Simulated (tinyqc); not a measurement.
From one set of inputs to another, one input at a time: anisotropic wet etching of Si(100): plane rates, V-grooves, membranes and undercut. Computed by tinyqc, a small Python program. Command: `OMP_NUM_THREADS=1 python tinyqc.py 3027182 3027183 out.jsonl wetetch ladder`. One thread of a shared host (Intel(R) Xeon(R) Processor @ 2.30GHz), about 0.01 s of CPU time with the checks.

A long slot opens the mask on a (100) wafer. The floor etches at R100; (111) walls stand at theta = arctan(sqrt2) = 54.7356 degrees to the surface and recede at R111 along their normal.

The inputs printed are set A. Set A is close to those used for potassium hydroxide solutions; the values taken over come from a set close to those used for tetramethylammonium hydroxide solutions. Inputs not listed in the table keep their values of set A, so the rows need not describe a real material.

Inputs (values chosen for the exercise, close to those used for potassium hydroxide solutions):
```
quantity                                                                    value     unit
prefactor k0 of the (100) rate                                            5.3e+08   um/min
activation energy of (100), E                                               0.592       eV
ratio (100)/(111) at 80 C                                                     130        -
extra energy of (111), dE                                                   0.079       eV
ratio (100)/oxide at 80 C                                                     240        -
extra energy of the oxide, dE_ox                                             0.28       eV
corner undercut rate over (100) rate, c                                       2.6        -
bath temperature T                                                             75        C
width w (mask opening along <110>, or membrane width in the design step)      800       um
misalignment of the mask                                                        1  degrees
etch time t                                                                   6.4      min
wafer thickness d                                                             525       um
membrane thickness wanted                                                      17       um
```

Constants: k_B = 8.617333262e-05 eV/K.

Method:
- R100 = k0 exp(-E/(k_B T)); a ratio given at 80 C scales as exp[(extra energy/k_B)(1/T - 1/353.15 K)]; R111 and R_ox follow by division.
- Temperatures in kelvin are T(C) + 273.15.
- A misaligned edge exposes ledges and adds R100 sin(misalignment) to the lateral rate (a simple estimate): u = R111/sin(theta) + R100 sin(misalignment). Top width W = w + 2 u t; floor width b = W - 2 z/tan(theta) = W - sqrt2 z. The floor lasts until b = 0, at t_V = w/(sqrt2 R100 - 2u); depth z = R100 t before t_V and W/sqrt2 after.
- Etch depth d - membrane, time = depth/R100; for a membrane as wide as w the opening must be w + sqrt2 depth - 2 u time; oxide mask consumed R_ox x time; a 1 K error changes the depth by the fraction E/(k_B T^2); a convex mask corner, such as that of a mesa, would retreat by c x depth.

Each row keeps all changes above it:
```
input moved                                                                                 from                to  depth z (um)  top width W (um)  oxide consumed (nm)
set A                                                                                          -                 -        9.1355            800.48               1854.7
ratio (100)/(111) at 80 C                                                                    130                21        9.1355            801.35               1854.7
misalignment of the mask (degrees)                                                             1                 2        9.1355            801.66               1854.7
ratio (100)/oxide at 80 C                                                                    240              5700        9.1355            801.66                 78.1
width w (mask opening along <110>, or membrane width in the design step) (um)                800               230        9.1355            231.66                 78.1
prefactor k0 of the (100) rate (um/min) and activation energy of (100), E (eV)  530000000, 0.592  440000000, 0.618        3.1881            230.58                 78.1
etch time t (min)                                                                            6.4                12        5.9778            231.09                 78.1
```

Which inputs carry the difference?

Depth z goes from 9.14 to 5.98, a factor 0.654 in all. The largest single move comes from prefactor k0 of the (100) rate with activation energy of (100), E (a factor 0.349), and etch time t works against it (a factor 1.87). top width W goes from 800 to 231, a factor 0.289 in all. The largest single move comes from width w (mask opening along <110>, or membrane width in the design step) (a factor 0.289). Oxide consumed goes from 1850 to 78.1, a factor 0.0421 in all. The largest single move comes from ratio (100)/oxide at 80 C (a factor 0.0421). The single moves hold for this order of the switches; the total does not depend on the order.

Caution (all rows): rates also depend on concentration, doping, additives and stirring, all held fixed here.

Extremes, crossings and ranges named in words are read from the listed rows.
